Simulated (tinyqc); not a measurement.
Koster-Slater impurity in an sp3s* host: one step. A first estimate from the table. Two cases, with inputs chosen for the exercise.

Question. A defect that shifts the p level of its cation site by V has a level where the host Green function G_p(E) equals 1/V; E is counted from the top of the valence band. Find it by linear interpolation between the two rows that bracket it.

Give: 1/V; estimated level.

Case 1.

Values chosen (out of a larger set: near a published set for SiC; not measured data): V = -10.3 eV (shift of the p levels).

G(E) (1/eV):
```
E (eV)           G_s         G_p
0.000000  -0.0035324   0.0894838
0.290002  -0.0085205   0.0449349
0.580004  -0.0136655   0.0173641
0.870005  -0.0190874  -0.0055301
1.160007  -0.0249127  -0.0274867
1.450009  -0.0312995  -0.0515034
1.740011  -0.0384778  -0.0825338
2.030013  -0.0468749  -0.1359833
2.320015  -0.0582991  -0.3781204
```

Answer.

1/V = -0.09709 1/eV
estimated level = 1.819 eV

Case 2.

Values chosen (out of a larger set: near a published set for diamond; not measured data): V = -68.3 eV (shift of the p levels).

G(E) (1/eV):
```
E (eV)           G_s         G_p
0.000000  -0.0040357   0.0477962
0.659294  -0.0082659   0.0297258
1.318588  -0.0128437   0.0173704
1.977883  -0.0180070   0.0069702
2.637177  -0.0240998  -0.0028047
3.296471  -0.0317052  -0.0128970
3.955765  -0.0419897  -0.0245150
4.615059  -0.0579683  -0.0403730
5.274354  -0.0956850  -0.0757480
```

Answer.

1/V = -0.01464 1/eV
estimated level = 3.395 eV

Computed by tinyqc, one run a case: `OMP_NUM_THREADS=1 python tinyqc.py N N+1 out.jsonl` with N = 1482495, 1482889; one thread of a shared Intel(R) Xeon(R) Processor @ 2.30GHz, about 0.02 s a run at most.
